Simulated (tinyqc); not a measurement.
Worked calculation (part 3 of 3): UHF in the sto-6g basis, for BeH+, spin multiplicity 1. Computed by tinyqc, a small Python program that keeps every step (integrals from PySCF). Command: `OMP_NUM_THREADS=1 python tinyqc.py 24911 24912 out.jsonl` (the two numbers bound the seeds that draw the settings). One thread of a shared host (Intel(R) Xeon(R) Processor @ 2.60GHz), about 0.2 s of CPU time with the checks.

Geometry (angstrom):
```
atom        x        y        z
Be    0.00000  0.00000  0.00000
H     0.00000  0.00000  1.44400
```

## Iteration 4: DIIS over 4 matrices

error matrix X^T (FDS - SDF) X (alpha):
```
          1        2         3         4         5         6
1   0.00000  0.00089   0.00054   0.00141   0.00391  -0.00086
2  -0.00089  0.00000  -0.00549  -0.01436  -0.01329  -0.00648
3  -0.00054  0.00549   0.00000   0.00000   0.00320   0.00591
4  -0.00141  0.01436   0.00000   0.00000   0.00838   0.01546
5  -0.00391  0.01329  -0.00320  -0.00838   0.00000   0.01103
6   0.00086  0.00648  -0.00591  -0.01546  -0.01103   0.00000
```

B (overlaps of the stored error matrices):
```
               1              2              3              4
1  8.4540111e-02  3.6793605e-02  2.2174576e-02  1.0736994e-02
2  3.6793605e-02  2.3744001e-02  1.7341576e-02  8.7541514e-03
3  2.2174576e-02  1.7341576e-02  1.3482754e-02  6.9144113e-03
4  1.0736994e-02  8.7541514e-03  6.9144113e-03  3.8008796e-03
```

Minimise |sum c_i e_i|^2 with sum c_i = 1: solve [B -1; -1 0][c; lambda] = [0; -1] with B_ij = tr e_i^T e_j summed over both spins, and take F = sum c_i F_i.

DIIS coefficients: 0.78055  -4.54518  4.41962  0.34501

extrapolated F(alpha) (hartree):
```
           1Be 1s    1Be 2s   1Be 2px   1Be 2py   1Be 2pz     2H 1s
1Be 1s   -5.09138  -1.36666  -0.00044  -0.00115   0.02025  -0.30840
1Be 2s   -1.36666  -0.84645  -0.01140  -0.02983  -0.14313  -0.52878
1Be 2px  -0.00044  -0.01140  -0.14420   0.00520  -0.00010  -0.00498
1Be 2py  -0.00115  -0.02983   0.00520  -0.13258  -0.00026  -0.01304
1Be 2pz   0.02025  -0.14313  -0.00010  -0.00026  -0.32636  -0.43446
2H 1s    -0.30840  -0.52878  -0.00498  -0.01304  -0.43446  -0.51855
```

extrapolated F(beta) (hartree):
```
           1Be 1s    1Be 2s   1Be 2px   1Be 2py   1Be 2pz     2H 1s
1Be 1s   -5.09138  -1.36666   0.00044   0.00115   0.02025  -0.30840
1Be 2s   -1.36666  -0.84645   0.01140   0.02983  -0.14313  -0.52878
1Be 2px   0.00044   0.01140  -0.14420   0.00520   0.00010   0.00498
1Be 2py   0.00115   0.02983   0.00520  -0.13258   0.00026   0.01304
1Be 2pz   0.02025  -0.14313   0.00010   0.00026  -0.32636  -0.43446
2H 1s    -0.30840  -0.52878   0.00498   0.01304  -0.43446  -0.51855
```

## Iteration 4: diagonalisation and new density

X:
```
           1Be 1s    1Be 2s  1Be 2px  1Be 2py   1Be 2pz     2H 1s
1Be 1s    1.02651  -0.14160  0.00000  0.00000  -0.01006   0.02039
1Be 2s   -0.14160   1.12733  0.00000  0.00000   0.11741  -0.29928
1Be 2px   0.00000   0.00000  1.00000  0.00000   0.00000   0.00000
1Be 2py   0.00000   0.00000  0.00000  1.00000   0.00000   0.00000
1Be 2pz  -0.01006   0.11741  0.00000  0.00000   1.13546  -0.34649
2H 1s     0.02039  -0.29928  0.00000  0.00000  -0.34649   1.23395
```

D(alpha) after iteration 3:
```
           1Be 1s    1Be 2s   1Be 2px   1Be 2py   1Be 2pz     2H 1s
1Be 1s    1.01860  -0.06633  -0.00810  -0.02118  -0.06173  -0.08216
1Be 2s   -0.06633   0.25195   0.02505   0.06555   0.17720   0.24889
1Be 2px  -0.00810   0.02505   0.00249   0.00652   0.01764   0.02477
1Be 2py  -0.02118   0.06555   0.00652   0.01707   0.04616   0.06482
1Be 2pz  -0.06173   0.17720   0.01764   0.04616   0.12486   0.17530
2H 1s    -0.08216   0.24889   0.02477   0.06482   0.17530   0.24615
```

D(beta) after iteration 3:
```
           1Be 1s    1Be 2s   1Be 2px   1Be 2py   1Be 2pz     2H 1s
1Be 1s    1.01860  -0.06633   0.00810   0.02118  -0.06173  -0.08216
1Be 2s   -0.06633   0.25195  -0.02505  -0.06555   0.17720   0.24889
1Be 2px   0.00810  -0.02505   0.00249   0.00652  -0.01764  -0.02477
1Be 2py   0.02118  -0.06555   0.00652   0.01707  -0.04616  -0.06482
1Be 2pz  -0.06173   0.17720  -0.01764  -0.04616   0.12486   0.17530
2H 1s    -0.08216   0.24889  -0.02477  -0.06482   0.17530   0.24615
```

overlap S:
```
          1Be 1s   1Be 2s  1Be 2px  1Be 2py  1Be 2pz    2H 1s
1Be 1s   1.00000  0.25476  0.00000  0.00000  0.00000  0.05724
1Be 2s   0.25476  1.00000  0.00000  0.00000  0.00000  0.41948
1Be 2px  0.00000  0.00000  1.00000  0.00000  0.00000  0.00000
1Be 2py  0.00000  0.00000  0.00000  1.00000  0.00000  0.00000
1Be 2pz  0.00000  0.00000  0.00000  0.00000  1.00000  0.49422
2H 1s    0.05724  0.41948  0.00000  0.00000  0.49422  1.00000
```

A level shift of 0.5 hartree raises the virtual space: F + shift (S - S D(s) S), with D(s) the density of one spin. Diagonalise F' = X^T F X, C = X C', fill 2 alpha and 2 beta electrons from the bottom; D(s) = C_occ C_occ^T. Each column has its largest component positive (the first on a tie).

F' = X^T F X (alpha) (hartree):
```
          1         2         3         4         5         6
1  -4.98904  -0.71034   0.00328   0.00859   0.04803  -0.01199
2  -0.71034  -0.13886  -0.02539  -0.06642  -0.12062  -0.54695
3   0.00328  -0.02539   0.35456   0.00194  -0.01111  -0.01940
4   0.00859  -0.06642   0.00194   0.35888  -0.02906  -0.05076
5   0.04803  -0.12062  -0.01111  -0.02906   0.24813  -0.51016
6  -0.01199  -0.54695  -0.01940  -0.05076  -0.51016   0.10313
```

orbital energies (alpha) (hartree): MO1 -5.09258, MO2 -0.72618, MO3 0.23250, MO4 0.35382, MO5 0.36999, MO6 0.79925

coefficients C (alpha):
```
              MO1       MO2       MO3       MO4       MO5       MO6
1Be 1s    0.99575  -0.17492  -0.19358   0.00000   0.03925   0.11476
1Be 2s    0.01629   0.54113   0.75674   0.00000  -0.13875  -0.71363
1Be 2px   0.00013   0.03055   0.04745   0.93410   0.35250   0.00495
1Be 2py   0.00033   0.07992   0.12415  -0.35702   0.92226   0.01294
1Be 2pz  -0.00356   0.32865  -0.63209   0.00000   0.07000  -0.95433
2H 1s    -0.00043   0.48860  -0.21156   0.00000  -0.03075   1.20342
```

F' = X^T F X (beta) (hartree):
```
          1         2         3         4         5         6
1  -4.98904  -0.71034  -0.00328  -0.00859   0.04803  -0.01199
2  -0.71034  -0.13886   0.02539   0.06642  -0.12062  -0.54695
3  -0.00328   0.02539   0.35456   0.00194   0.01111   0.01940
4  -0.00859   0.06642   0.00194   0.35888   0.02906   0.05076
5   0.04803  -0.12062   0.01111   0.02906   0.24813  -0.51016
6  -0.01199  -0.54695   0.01940   0.05076  -0.51016   0.10313
```

orbital energies (beta) (hartree): MO1 -5.09258, MO2 -0.72618, MO3 0.23250, MO4 0.35382, MO5 0.36999, MO6 0.79925

coefficients C (beta):
```
              MO1       MO2       MO3       MO4       MO5       MO6
1Be 1s    0.99575  -0.17492  -0.19358   0.00000  -0.03925   0.11476
1Be 2s    0.01629   0.54113   0.75674   0.00000   0.13875  -0.71363
1Be 2px  -0.00013  -0.03055  -0.04745   0.93410   0.35250  -0.00495
1Be 2py  -0.00033  -0.07992  -0.12415  -0.35702   0.92226  -0.01294
1Be 2pz  -0.00356   0.32865  -0.63209   0.00000  -0.07000  -0.95433
2H 1s    -0.00043   0.48860  -0.21156   0.00000   0.03075   1.20342
```

D(alpha) after iteration 4:
```
           1Be 1s    1Be 2s   1Be 2px   1Be 2py   1Be 2pz     2H 1s
1Be 1s    1.02211  -0.07844  -0.00522  -0.01365  -0.06103  -0.08589
1Be 2s   -0.07844   0.29309   0.01653   0.04325   0.17778   0.26439
1Be 2px  -0.00522   0.01653   0.00093   0.00244   0.01004   0.01492
1Be 2py  -0.01365   0.04325   0.00244   0.00639   0.02626   0.03905
1Be 2pz  -0.06103   0.17778   0.01004   0.02626   0.10802   0.16058
2H 1s    -0.08589   0.26439   0.01492   0.03905   0.16058   0.23873
```

D(beta) after iteration 4:
```
           1Be 1s    1Be 2s   1Be 2px   1Be 2py   1Be 2pz     2H 1s
1Be 1s    1.02211  -0.07844   0.00522   0.01365  -0.06103  -0.08589
1Be 2s   -0.07844   0.29309  -0.01653  -0.04325   0.17778   0.26439
1Be 2px   0.00522  -0.01653   0.00093   0.00244  -0.01004  -0.01492
1Be 2py   0.01365  -0.04325   0.00244   0.00639  -0.02626  -0.03905
1Be 2pz  -0.06103   0.17778  -0.01004  -0.02626   0.10802   0.16058
2H 1s    -0.08589   0.26439  -0.01492  -0.03905   0.16058   0.23873
```

## Iteration 19 (converged): orbitals

converged F(alpha) (hartree):
```
           1Be 1s    1Be 2s   1Be 2px   1Be 2py   1Be 2pz     2H 1s
1Be 1s   -5.08373  -1.36548   0.00000   0.00000   0.01615  -0.30823
1Be 2s   -1.36548  -0.83772   0.00000   0.00000  -0.13732  -0.51941
1Be 2px   0.00000   0.00000  -0.14267   0.00000   0.00000   0.00000
1Be 2py   0.00000   0.00000   0.00000  -0.14267   0.00000   0.00000
1Be 2pz   0.01615  -0.13732   0.00000   0.00000  -0.31512  -0.42923
2H 1s    -0.30823  -0.51941   0.00000   0.00000  -0.42923  -0.52737
```

converged F(beta) (hartree):
```
           1Be 1s    1Be 2s   1Be 2px   1Be 2py   1Be 2pz     2H 1s
1Be 1s   -5.08373  -1.36548   0.00000   0.00000   0.01615  -0.30823
1Be 2s   -1.36548  -0.83772   0.00000   0.00000  -0.13732  -0.51941
1Be 2px   0.00000   0.00000  -0.14267   0.00000   0.00000   0.00000
1Be 2py   0.00000   0.00000   0.00000  -0.14267   0.00000   0.00000
1Be 2pz   0.01615  -0.13732   0.00000   0.00000  -0.31512  -0.42923
2H 1s    -0.30823  -0.51941   0.00000   0.00000  -0.42923  -0.52737
```

Diagonalise F' = X^T F X, C = X C', fill 2 alpha and 2 beta electrons from the bottom; D(s) = C_occ C_occ^T. Each column has its largest component positive (the first on a tie).

F' = X^T F X (alpha) (hartree):
```
          1         2         3         4         5         6
1  -4.98740  -0.66615   0.00000   0.00000   0.01986  -0.03401
2  -0.66615  -0.46457   0.00000   0.00000   0.01150  -0.34507
3   0.00000   0.00000  -0.14267   0.00000   0.00000   0.00000
4   0.00000   0.00000   0.00000  -0.14267   0.00000   0.00000
5   0.01986   0.01150   0.00000   0.00000  -0.13756  -0.35079
6  -0.03401  -0.34507   0.00000   0.00000  -0.35079  -0.19486
```

orbital energies (alpha) (hartree): MO1 -5.08493, MO2 -0.71903, MO3 -0.26249, MO4 -0.14267, MO5 -0.14267, MO6 0.28206

coefficients C (alpha):
```
              MO1       MO2       MO3      MO4       MO5       MO6
1Be 1s    0.99567  -0.18215  -0.19149  0.00000   0.00000   0.11441
1Be 2s    0.01674   0.56378   0.75894  0.00000   0.00000  -0.70722
1Be 2px   0.00000   0.00000   0.00000  0.35711   0.93406   0.00000
1Be 2py   0.00000   0.00000   0.00000  0.93406  -0.35711   0.00000
1Be 2pz  -0.00242   0.29015  -0.63087  0.00000   0.00000  -0.97006
2H 1s    -0.00107   0.49864  -0.24743  0.00000   0.00000   1.19281
```

F' = X^T F X (beta) (hartree):
```
          1         2         3         4         5         6
1  -4.98740  -0.66615   0.00000   0.00000   0.01986  -0.03401
2  -0.66615  -0.46457   0.00000   0.00000   0.01150  -0.34507
3   0.00000   0.00000  -0.14267   0.00000   0.00000   0.00000
4   0.00000   0.00000   0.00000  -0.14267   0.00000   0.00000
5   0.01986   0.01150   0.00000   0.00000  -0.13756  -0.35079
6  -0.03401  -0.34507   0.00000   0.00000  -0.35079  -0.19486
```

orbital energies (beta) (hartree): MO1 -5.08493, MO2 -0.71903, MO3 -0.26249, MO4 -0.14267, MO5 -0.14267, MO6 0.28206

coefficients C (beta):
```
              MO1       MO2       MO3      MO4       MO5       MO6
1Be 1s    0.99567  -0.18215  -0.19149  0.00000   0.00000   0.11441
1Be 2s    0.01674   0.56378   0.75894  0.00000   0.00000  -0.70722
1Be 2px   0.00000   0.00000   0.00000  0.35706   0.93408   0.00000
1Be 2py   0.00000   0.00000   0.00000  0.93408  -0.35706   0.00000
1Be 2pz  -0.00242   0.29015  -0.63087  0.00000   0.00000  -0.97006
2H 1s    -0.00107   0.49864  -0.24743  0.00000   0.00000   1.19281
```

D(alpha) after iteration 19:
```
           1Be 1s    1Be 2s  1Be 2px  1Be 2py   1Be 2pz     2H 1s
1Be 1s    1.02453  -0.08602  0.00000  0.00000  -0.05526  -0.09189
1Be 2s   -0.08602   0.31813  0.00000  0.00000   0.16354   0.28111
1Be 2px   0.00000   0.00000  0.00000  0.00000   0.00000   0.00000
1Be 2py   0.00000   0.00000  0.00000  0.00000   0.00000   0.00000
1Be 2pz  -0.05526   0.16354  0.00000  0.00000   0.08419   0.14468
2H 1s    -0.09189   0.28111  0.00000  0.00000   0.14468   0.24864
```

D(beta) after iteration 19:
```
           1Be 1s    1Be 2s  1Be 2px  1Be 2py   1Be 2pz     2H 1s
1Be 1s    1.02453  -0.08602  0.00000  0.00000  -0.05526  -0.09189
1Be 2s   -0.08602   0.31813  0.00000  0.00000   0.16354   0.28111
1Be 2px   0.00000   0.00000  0.00000  0.00000   0.00000   0.00000
1Be 2py   0.00000   0.00000  0.00000  0.00000   0.00000   0.00000
1Be 2pz  -0.05526   0.16354  0.00000  0.00000   0.08419   0.14468
2H 1s    -0.09189   0.28111  0.00000  0.00000   0.14468   0.24864
```

Within a degenerate level the vectors are fixed only up to a rotation; this is one choice.

## Convergence

Stop when the energy changes by less than 1e-10 hartree and every element of the error matrix X^T (F D S - S D F) X (for each spin) is below 3e-06.

Course of the cycle:
```
iteration  E (hartree)     change  largest element of the error matrix
1          -14.7216372          -                             1.01e-01
2          -14.7585720  -3.69e-02                             3.80e-02
3          -14.7810317  -2.25e-02                             2.88e-02
4          -14.8073178  -2.63e-02                             1.55e-02
5          -14.8138910  -6.57e-03                             9.79e-03
6          -14.8159998  -2.11e-03                             6.30e-03
7          -14.8169180  -9.18e-04                             3.64e-03
8          -14.8171973  -2.79e-04                             2.19e-03
9          -14.8173202  -1.23e-04                             1.08e-03
10         -14.8173490  -2.88e-05                             5.10e-04
11         -14.8173554  -6.46e-06                             2.38e-04
12         -14.8173568  -1.39e-06                             1.11e-04
13         -14.8173571  -2.99e-07                             5.16e-05
14         -14.8173572  -6.42e-08                             2.40e-05
15         -14.8173572  -1.39e-08                             1.12e-05
16         -14.8173572  -2.99e-09                             5.19e-06
17         -14.8173572  -6.48e-10                             2.41e-06
18         -14.8173572  -1.40e-10                             1.12e-06
19         -14.8173572  -3.04e-11                             5.20e-07
```

PySCF UHF in the same basis, after a stability check = -14.8173572 hartree

Converged in 19 iterations.

## Populations, bond orders and dipole

Mulliken: Z minus the diagonal of D S on the atom; Loewdin: the same with S^(1/2) D S^(1/2); Mayer order: 2 sum_s sum (D(s) S)_ij (D(s) S)_ji over the two atoms.

Charges (e):
```
atom  Mulliken  Loewdin  Mulliken spin
1Be    0.86562  0.89203              0
2H     0.13438  0.10797              0
```

Mayer bond orders:
```
pair    order
2-1   0.98194
```

dipole moment about the origin, x y z (debye): 0.00000  0.00000  -2.41669

<S^2> of the determinant (pure state: 0) = 4.83e-11
